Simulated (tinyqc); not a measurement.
Worked calculation: scattering of inversion-layer electrons by surface optical phonons of the gate insulator (remote phonon scattering). Computed by tinyqc, a small Python program that keeps every step. Command: `OMP_NUM_THREADS=1 python tinyqc.py 3111803 3111804 out.jsonl sophonon walk`. One thread of a shared host (Intel(R) Xeon(R) Processor @ 2.30GHz), about 0.01 s of CPU time with the checks. Intermediate numbers are printed to about 6 digits and carried at full precision; extremes and crossings named in words are read from the listed rows.

One subband with the Fang-Howard envelope; insulator and channel are half-spaces, the gate is far away, and an interlayer only moves the polar surface away by t (its own modes and its permittivity contrast are left out).

Inputs (values chosen for the exercise, modelled on AlN on silicon):
```
quantity                                   value        unit
static constant of the insulator eps_0s     9.27           -
intermediate constant eps_i                 7.42           -
optical constant eps_inf                     4.8           -
hbar omega_TO1                              79.6         meV
hbar omega_TO2                              88.8         meV
constant of the channel eps_s               11.7           -
in-plane mass m                            0.196         m_0
valleys g_v                                    2           -
sheet density n                          1.4e+12      1/cm^2
mean distance of the electrons z0 = 3/b      1.7          nm
interlayer thickness t                       1.3          nm
temperature T                                150           K
electron energy E                            120         meV
mobility from other processes                620  cm^2/(V s)
```

Screening by the channel electrons: none.

Constants: k_B = 8.617333262e-05 eV/K; hbar^2/(2 m_0) = 3.80998212 eV angstrom^2; e^2/(4 pi eps_0) = 14.39964548 eV angstrom; hbar = 6.582119569e-16 eV s; e = 1.602176634e-19 C; m_0 = 9.1093837015e-31 kg.

## Surface modes and strengths

eps(w) = eps_inf + (eps_0s - eps_i) w1^2/(w1^2 - w^2) + (eps_i - eps_inf) w2^2/(w2^2 - w^2). Surface modes solve eps(w) + eps_s = 0, a quadratic in w^2; the strength of a mode is g = 2/(w d eps/dw). Occupation N = 1/(exp(hbar w/(k_B T)) - 1).

hbar omega_SO (meV): 1 81.7559, 2 97.4685

strengths g: 1 0.0013457, 2 0.0115732

occupations N: 1 0.00179432, 2 0.00053142

hbar omega g (2 N + 1) (meV): 1 0.11041, 2 1.12922

The upper mode has the larger hbar omega g N, the prefactor of absorption before the dependence on q: 1.97e-4 and 5.99e-4 meV.

## The electron gas

Density of states D = g_v m/(pi hbar^2); eta = E_F/(k_B T) = ln(exp(n/(D k_B T)) - 1); screening wave number q_s = e^2 D/(2 eps_0 eps_avg) x 1/(1 + exp(-eta)), eps_avg = (eps_s + eps_inf)/2; b = 3/z0.

D = 1.63751e+14 1/(eV cm^2)

eta = -0.0644837

q_s = 0.868966 1/nm

b = 1.76471 1/nm

## Squared matrix elements

For a mode of strength g, without the occupation factor, Area x |M(q)|^2 = e^2 hbar w g/(2 eps_0 q) x (b/(b + q))^6 exp(-2 q t).

Area x |M|^2 (meV^2 nm^2):
```
q (1/nm)  (b/(b + q))^6  exp(-2 q t)       mode 1       mode 2
0.05           0.845661     0.878095  1.47829e+04  1.51572e+05
0.10           0.718409     0.771052  5.51375e+03  5.65334e+04
0.20           0.525108     0.594521  1.55374e+03  1.59307e+04
0.30           0.389839     0.458406  5.92933e+02  6.07944e+03
0.50           0.223853     0.272532  1.21451e+02  1.24526e+03
0.80           0.106123     0.124930  1.64960e+01  1.69136e+02
1.20           0.044478     0.044157  1.62913e+00  1.67037e+01
```

## Rates at the energy E

Approximate momentum relaxation rate, taking tau v alike in the initial and final states: 1/tau = (m/(2 pi hbar^3)) sum over modes and over absorption (N, E' = E + hbar w) and emission (N + 1, E' = E - hbar w > 0) of [(1 - f(E'))/(1 - f(E))] int_0^(2 pi) Area |M(q)|^2 (1 - cos theta) d theta, q^2 = k^2 + k'^2 - 2 k k' cos theta, f the Fermi function; 48 midpoints in theta from 0 to pi.

rates (1/ps): mode 1 absorption 0.000027, mode 1 emission 0.036151, mode 2 absorption 0.000067, mode 2 emission 0.336652

tau at E = 2681.70 fs

## Mobility

mu = (e/m) int tau E f (1 - f) dE/(k_B T int f dE), by 300 midpoints from 0 to (max(eta, 0) + 14) k_B T; Matthiessen sum with the other processes.

remote-phonon mobility = 2.99788e+07 cm^2/(V s)

total mobility = 619.987 cm^2/(V s)

loss of mobility = 0.00206809 %

Caution: a relaxation time is only an approximation for inelastic scattering, and static or no screening brackets the true dynamic screening only roughly.

## What an interlayer buys

The formulas are those given above.

Against the interlayer thickness:
```
t (nm)  remote-phonon mobility (cm^2/(V s))  total (cm^2/(V s))
0.0                             3.57721e+06             619.893
0.3                             6.07807e+06             619.937
0.6                             1.00824e+07             619.962
1.0                             1.90762e+07             619.980
1.5                             4.00651e+07             619.990
2.0                             7.99078e+07             619.995
3.0                             2.83608e+08             619.999
```

1 nm of interlayer raises the remote-phonon mobility by a factor 5.33, as exp(2 q t) with an effective q of 0.84 per nm; between 2 and 3 nm the effective q is 0.63. The total stays at 620 over the first nanometre.

Checks made by the program: sum of strengths against 1/(eps_s + eps_inf) - 1/(eps_s + eps_0s) (relative difference below 1e-10).
